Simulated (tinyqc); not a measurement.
# Ideality from Voc and Vmp

Question. An ideal cell J = Jsc - J0 (exp(V/(n Vt)) - 1) has exp((Voc - Vmp)/(n Vt)) = 1 + Vmp/(n Vt) at maximum power. Find n, J0 and FF.

Parameters, values chosen for the exercise:

| symbol | value | unit | meaning |
|---|---|---|---|
| T | 348 | K | temperature |

Constants: q = 1.602176634e-19 C, kB = 1.380649e-23 J/K, Vt = kB T/q. Results are converted to the units shown.

Jsc = 326 mA/cm^2
Voc = 0.59385774 V
Vmp = 0.48179483 V

Solution. With a = n Vt, a ln(1 + Vmp/a) rises steadily with a, so Voc - Vmp fixes it; J0 follows from Voc.

n = 1.530
J0 = 7.800e-7 A/cm^2
FF = 0.7408

Numbers from tinyqc (`OMP_NUM_THREADS=1 python tinyqc.py 2280036 2280037 out.jsonl`; about 0.01 s on one thread of a shared Intel Xeon 2.30GHz).
